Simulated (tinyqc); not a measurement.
## Silicon n-p-n transistor, Gummel numbers and transit times: effect of the temperature

One-dimensional n-p-n transistor in the forward active mode at low injection. In the base p(x) = NB exp(-eta x/wb) and ni(x)^2 = ni^2 exp((g0 + g1 x/wb)/Vt); electrons leave the base at vsat; band spikes at the emitter junction and recombination inside the emitter are ignored.

Nc and Nv are given at 400 K and scale as (T/400 K)^1.5; all else is held fixed. f(x) = p(x) ni^2/ni(x)^2; I(x) = integral from x to wb of f/Dn, plus f(wb)/vsat; base Gummel number GB = I(0); electron density per unit flux n/(J/q) = I/f; base transit time tauB = integral of I/f over the base. ni = sqrt(Nc Nv) exp(-Eg/(2 Vt)), Eg in volts; GE = NE exp(-gE/Vt)(we/Dp + 1/Se); JC = J0 exp(VBE/Vt), J0 = q ni^2/GB; gain limited by back injection GE/GB, by base recombination tb/tauB, together 1/beta = the sum of the inverses; collector layer one-sided, Wc = sqrt(2 eps0 eps_r (Vbc + VCB)/(q NC)), Vbc = Vt ln(p(wb) NC/ni^2), Cjc = eps0 eps_r/Wc; Early voltage VA = GB q p(wb)/(f(wb) Cjc [1/Dn - (eta + g1/Vt)/(wb vsat)]), f(wb) = p(wb) exp(-(g0 + g1)/Vt), p(wb) = NB exp(-eta); tauC = Wc/(2 vsat). Peak fT here means 1/(2 pi (tauB + tauC + Rc Cjc)); base sheet resistance 1/(q mp times the integral of p).

Parameters, values chosen for the exercise; band and dielectric values close to those of silicon: band gap Eg = 1.1 eV; relative permittivity eps_r = 11.9; conduction-band density of states at the reference temperature Nc = 4.28e19 cm^-3; valence-band density of states at the reference temperature Nv = 4e19 cm^-3; saturation velocity vsat = 9.81e6 cm/s; neutral base width wb = 220 nm; base doping at the emitter edge NB = 1.9e18 cm^-3; doping falls as exp(-eta x/wb) eta = 0; gap reduction at the emitter edge of the base g0 = 0 eV; further gap reduction across the base (linear) g1 = 0 eV; electron diffusion coefficient in the base Dn = 4.5 cm^2/s; emitter doping NE = 2e20 cm^-3; gap reduction in the emitter (negative: wider gap) gE = 0.075 eV; neutral emitter width we = 230 nm; hole diffusion coefficient in the emitter Dp = 1 cm^2/s; recombination velocity at the emitter contact Se = 80000 cm/s; electron lifetime in the base tb = 1e-8 s; collector doping NC = 1.1e16 cm^-3; collector-base reverse bias VCB = 0.8 V; emitter plus collector resistance Rc = 17 ohm um^2; hole mobility in the base mp = 110 cm^2/(V s).

Constants: q = 1.602176634e-19 C, kB = 1.380649e-23 J/K, Vt = kB T/q, eps0 = 8.8541878128e-14 F/cm where lengths are in cm. Results are converted to the units shown.

The same in every row: GB (s/cm^4) = 9.483e12; tb/tauB = 178.5; tauB (ps) = 56.02; base sheet resistance (kohm) = 1.357.

Results:
```
T (K)	GE/GB	beta	VA (V)	tauC (ps)	peak fT (GHz)
200	9.648	9.153	296.0	2.325	2.728
240	19.93	17.92	292.3	2.296	2.729
280	33.45	28.17	288.5	2.266	2.730
320	49.33	38.65	284.4	2.234	2.732
360	66.74	48.58	280.1	2.200	2.733
440	103.6	65.55	271.1	2.130	2.737
480	122.1	72.52	266.4	2.092	2.739
```

Estimate the missing row, T = 400 K.

Computed row:
```
T (K)	GE/GB	beta	VA (V)	tauC (ps)	peak fT (GHz)
400	84.99	57.58	275.7	2.166	2.735
```

With this row back in the table: As T goes from 200 to 480, beta rises from 9.15 to 72.5, VA falls from 296 to 266 V, the peak fT stays near 2.73 GHz and the base sheet resistance stays at 1.36 kohm. The product beta VA changes by a factor of 7.13. Back injection limits the gain in every row.

Range of the model: Heavy doping makes emitter or base degenerate; gE and g0 are to be read as apparent gap changes that include this.

tinyqc, about 0.01 s, one thread, Intel Xeon 2.30GHz (shared host): `OMP_NUM_THREADS=1 python tinyqc.py 2320094 2320095 out.jsonl`
